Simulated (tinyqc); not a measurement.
Layer against dose: implant damage, amorphisation by cascade overlap, and solid-phase epitaxial regrowth. Computed by tinyqc, a small Python program. Command: `OMP_NUM_THREADS=1 python tinyqc.py 3111858 3111859 out.jsonl sper walk`. One thread of a shared host (Intel(R) Xeon(R) Processor @ 2.30GHz), about 0.01 s of CPU time with the checks.

Range and width of the damage are inputs. Dynamic annealing enters only through the surviving share f.

Inputs (values chosen for the exercise, modelled on antimony ions in germanium):
```
quantity                           value    unit
atomic density N                    44.2  1/nm^3
ion Z1                                51       -
ion mass M1                        121.8       u
target Z2                             32       -
target mass M2                     72.63       u
ion energy E                         150     keV
displacement energy E_d               16      eV
depth of the damage peak R_d          61      nm
width of the damage profile s_d       39      nm
share of defects that survive f     0.45       -
critical displaced share x_c         0.1       -
dose Q                           2.6e+15  1/cm^2
```

Constants: a_0 = 0.529177210903 angstrom; e^2/(4 pi eps_0) = 14.39964548 eV angstrom.

Method. Robinson partition: eps = E a M2/(Z1 Z2 (e^2/(4 pi eps_0)) (M1 + M2)), a = 0.8853 a_0/sqrt(Z1^(2/3) + Z2^(2/3)); k = 0.0793 Z1^(2/3) Z2^(1/2) (M1 + M2)^(3/2)/((Z1^(2/3) + Z2^(2/3))^(3/4) M1^(3/2) M2^(1/2)); damage energy T_d = E/(1 + k (eps + 0.40244 eps^(3/4) + 3.4008 eps^(1/6))); displacements nu = 0.8 T_d/(2 E_d). Displaced share x(z) = f nu Q exp(-(z - R_d)^2/(2 s_d^2))/(sqrt(2 pi) s_d N); the layer is amorphous where x > x_c, between R_d -/+ s_d sqrt(2 ln(x_max/x_c)), the upper edge being cut at the surface. Threshold dose Q_c = Q x_c/x_max.

threshold dose Q_c = 3.60780e+13 1/cm^2

displacements per ion nu = 2661.47

Dose series; the last column is f nu Q erfc((z2 - R_d)/(sqrt2 s_d))/2:
```
Q (1/cm^2)   x_max  upper edge (nm)  lower edge (nm)  displaced atoms beyond z2 (1/cm^2)
3.97e+13    0.1100           43.941            78.06                          1.5734e+16
5.41e+13    0.1500           25.893            96.11                          1.1923e+16
9.02e+13    0.2500            8.203           113.80                          9.4963e+15
1.44e+14    0.3991            0.000           125.89                          8.2912e+15
2.53e+14    0.7013            0.000           137.97                          7.3356e+15
4.33e+14    1.2002            0.000           147.95                          6.6869e+15
9.02e+14    2.5001            0.000           159.95                          6.0341e+15
1.80e+15    4.9892            0.000           170.06                          5.5705e+15
```

What follows from these numbers?

A dose 45 times larger moves the lower edge from 78.1 to 170 nm, as the root of a logarithm, and the damage beyond it falls by a factor 2.8, since the edge lies on an ever steeper tail. The layer reaches the surface at Q_c exp(R_d^2/(2 s_d^2)) = 1.23e14 per cm^2.
